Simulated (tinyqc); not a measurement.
Field emission through a triangular barrier, exact transmission by Airy functions: two steps of the calculation.

The left lead has its band edge at 0; for x > 0 the edge falls without end, U(x) = U0 - F x, with mass m1. No transverse momentum; C = hbar^2/(2 m0); psi and psi'/m are continuous at x = 0. The outgoing solution is Bi(z) + i Ai(z).

Parameters, values chosen for the exercise; masses and offsets close to those of InGaAs wells and AlAs barriers:
- mL = 0.042 m0 (mass in the left lead)
- U0 = 1.2 eV (barrier edge at x = 0)
- m1 = 0.15 m0 (mass in the barrier)
- E = 0.522 eV (electron energy)
- F = 0.19 V/nm (field in the barrier)

Constants: q = 1.602176634e-19 C, hbar = 1.054571817e-34 J s, m0 = 9.1093837015e-31 kg, hbar^2/(2 m0) = 0.0380998212 eV nm^2. Results are converted to the units shown.

Question 1. Scaled variables. Energy scale e = (C F^2/m1)^(1/3), z(x) = (U(x) - E)/e, s = (dz/dx)/m1 = -F/(e m1); v = k/m in a lead. vL = sqrt(mL E/C)/mL.

Find: e; z(0); s; vL; turning point (U0 - E)/F.

Answer 1.

e = 0.20931 eV
z(0) = 3.2393
s = -6.0518 1/nm
vL = 18.061 1/nm
turning point (U0 - E)/F = 3.5684 nm

Question 2. Transmission, exact and WKB. With the Airy functions at z = z(0): g = s (Bi' + i Ai')/(Bi + i Ai), r = (i vL - g)/(i vL + g), T(E) = 1 - |r|^2 = 4 vL Im(g)/|i vL + g|^2, vL = sqrt(mL E/C)/mL. Im(g) = -s/(pi (Ai^2 + Bi^2)) by the Wronskian. WKB: exp(-S), S = (4/(3 F)) sqrt(m1/C) [max(U0 - E, 0)^1.5].

Airy functions: Ai 0.0042446801, Ai' -0.0079386984, Bi 20.943413, Bi' 35.820472
s = -6.0517742 1/nm
vL = 18.061305 1/nm

Find: Re g; Im g; T(E); exp(-S).

Answer 2.

Re g = -10.35 1/nm
Im g = 0.004392 1/nm
T(E) = 7.319e-4
exp(-S) = 4.208e-4

Range of the model: Masses are held fixed, although real bands cease to be parabolic a few tenths of an eV from their edges.

Numbers from tinyqc (`OMP_NUM_THREADS=1 python tinyqc.py 2580036 2580037 out.jsonl`; about 0.01 s on one thread of a shared Intel Xeon 2.30GHz).
